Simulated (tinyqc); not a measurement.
Strain and the order of the valence edges: six-band k.p model of the valence band of a wurtzite crystal.

At k = 0: E1 = D1c + D2c + Te + Le (pure HH); E2, E3 = Le + u +/- sqrt(u^2 + 2 D3c^2), u = (D1c - D2c + Te)/2, D1c = Dcr, D2c = D3c = Dso/3. The weight of LH in state 2 is fL = (E2 - Le)^2/((E2 - Le)^2 + 2 D3c^2). Relative strengths of transitions to the conduction band: for E perpendicular to c (TE) 1/2, fL/2, (1 - fL)/2; for E along c (TM) 0, 1 - fL, fL, with one momentum element for both directions.

Strain of a c-plane layer: exx = eyy = e_par, ezz = -2 (C13/C33) e_par; Le = D1 ezz + D2 (exx + eyy), Te = D3 ezz + D4 (exx + eyy).

Conduction edge: Ec = (top of the unstrained valence band) + Eg + (a1 + D1) ezz + (a2 + D2)(exx + eyy).
Constants: kB = 8.617333262e-05 eV/K.

Parameters, chosen for this exercise (near those of AlN; not measured data): Dcr = -0.1572 eV (crystal-field splitting); Dso = 0.0186 eV (spin-orbit splitting); Eg = 6.321 eV (direct gap at Gamma from the top of the unstrained valence band); a1 = -3.24 eV (gap potential along c); a2 = -11.64 eV (gap potential in the plane); D1 = -17.07 eV; D2 = 7.92 eV; D3 = 8.85 eV; D4 = -4.08 eV; C13 = 105 GPa; C33 = 359 GPa; T = 400 K (temperature).

Edges from the unstrained top. Degree of polarisation (TE - TM)/(TE + TM), each state weighted by exp(E/kT) alone (equal densities of states).

Results:
```
e_par (%)  E1 (meV)  E2 (meV)  E3 (meV)     fL  lowest transition (eV)  polarisation
-0.80        -251.4    -205.7    -265.1  0.022                  6.4912        -0.618
-0.60        -226.4    -154.5    -239.7  0.011                  6.4489        -0.801
-0.40        -201.4    -103.1    -214.5  0.006                  6.4063        -0.901
-0.20        -176.4     -51.6    -189.4  0.004                  6.3637        -0.952
0.20         -126.5      51.6    -139.3  0.002                  6.2783        -0.988
0.40         -101.5     103.2    -114.3  0.002                  6.2356        -0.994
0.60          -76.5     154.8     -89.3  0.001                  6.1928        -0.997
0.80          -51.6     206.4     -64.2  0.001                  6.1501        -0.998
```

Give the missing row, e_par (%) = 0.00.

Computed row:
```
e_par (%)  E1 (meV)  E2 (meV)  E3 (meV)     fL  lowest transition (eV)  polarisation
0.00         -151.5       0.0    -164.3  0.003                  6.3210        -0.977
```

E1 = E2 requires Dcr + Te = 0, which here falls at e_par = -1.18 %, outside the sweep, so state 2 stays on top. The polarisation goes from -0.62 to -1.00; the lowest transition moves by -213 meV per 1 % on average.

tinyqc: `OMP_NUM_THREADS=1 python tinyqc.py 1050647 1050648 out.jsonl`; about 0.01 s, one thread, shared Intel(R) Xeon(R) Processor @ 2.30GHz.
